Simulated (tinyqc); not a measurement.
# Worked calculation: frequency dispersion of an accumulation capacitance by border traps, distributed model

tinyqc, about 0.4 s, one thread, Intel Xeon 2.30GHz (shared host): `OMP_NUM_THREADS=1 python tinyqc.py 2202145 2202146 out.jsonl` Printed values are rounded.

Traps spread evenly through the insulator exchange electrons with the semiconductor by tunnelling, with tau(x) = t0 exp(2 ka x) at depth x from the interface. The admittance per area Y seen at depth x obeys dY/dx = -Y^2/(i w eps0 eox) + q Nb ln(1 + i w tau)/tau, with Y(0) = i w Cs and w = 2 pi f; the gate sees Y(tox) = G + i w C. Working variable y = Y/(i w), in uF/cm^2. Cox = eps0 eox/tox.

Inputs (values chosen for the exercise); permittivity close to that of zirconium oxide:
```
symbol   value         unit                                               meaning
eox       21.7                             relative permittivity of the insulator
tox        5.6           nm                                   insulator thickness
Cs        0.52      uF/cm^2             semiconductor capacitance in accumulation
Nb      3.5e18  cm^-3 eV^-1                               density of border traps
ka         5.1         1/nm  decay constant of the wave function in the insulator
t0       2e-11            s              time constant of a trap at the interface
f          100           Hz                                             frequency
xe         2.3           nm               depth down to which the steps are taken
```

Constants: q = 1.602176634e-19 C, eps0 = 8.8541878128e-14 F/cm where lengths are in cm. Results are converted to the units shown.

## Scales and lumped estimate

Cox; trap-free value 1/(1/Cox + 1/Cs); response depth d = ln(1/(w t0))/(2 ka), where w tau = 1; lumped estimate: all traps within d act as C_bt = q Nb d placed at d/2, so C = 1/{1/[1/(1/Cs + d/(2 eps0 eox)) + C_bt] + (tox - d/2)/(eps0 eox)}.

Cox = 3.43100 uF/cm^2
trap-free C = 0.451562 uF/cm^2
d = 1.78355 nm
C_bt = 0.100015 uF/cm^2
lumped C = 0.528980 uF/cm^2

The traps within reach amount to 0.192 Cs and lie in the first 31.8 % of the insulator.

## Midpoint steps through the active depth

In terms of y: dy/dx = -y^2/(eps0 eox) + s(x), s = q Nb ln(1 + z)/z, z = i w tau. 10 midpoint steps of h = xe/10: y_half = y + (h/2) y'(x, y), y(new) = y + h y'(x + h/2, y_half).

```
point	x (nm)	s (uF/(cm^2 nm))	y (uF/cm^2)
0	0	0.0560762+0.0000000i	0.520000+0.000000i
1	0.23	0.0560762+0.0000000i	0.529600+0.000000i
2	0.46	0.0560762+0.0000000i	0.539080+0.000000i
3	0.69	0.0560762-0.0000004i	0.548437+0.000000i
4	0.92	0.0560762-0.0000042i	0.557673+0.000000i
5	1.15	0.0560761-0.0000438i	0.566786-0.000003i
6	1.38	0.0560712-0.0004571i	0.575776-0.000036i
7	1.61	0.0555434-0.0047067i	0.584632-0.000374i
8	1.84	0.0333773-0.0224849i	0.592270-0.003461i
9	2.07	0.0045800-0.0088254i	0.591185-0.007333i
10	2.3	0.0004526-0.0015228i	0.587358-0.008096i
```

## Capacitance and conductance at the gate

y at xe = 0.587358-0.008096i uF/cm^2

Beyond xe the traps are ignored, so 1/y(tox) = 1/y(xe) + (tox - xe)/(eps0 eox); C = Re y, G/w = -Im y, loss tangent G/(w C).

y at the gate = 0.533543-0.006680i uF/cm^2
C = 0.533543 uF/cm^2
G/w = 0.00668028 uF/cm^2
loss tangent = 0.0125206

A fine integration over the whole insulator gives C = 0.53356 and G/w = 0.006945 uF/cm^2; the coarse G/w is 3.8 % below that. The fine C is 18 % above the trap-free value, and the lumped estimate is 0.86 % below the fine result.
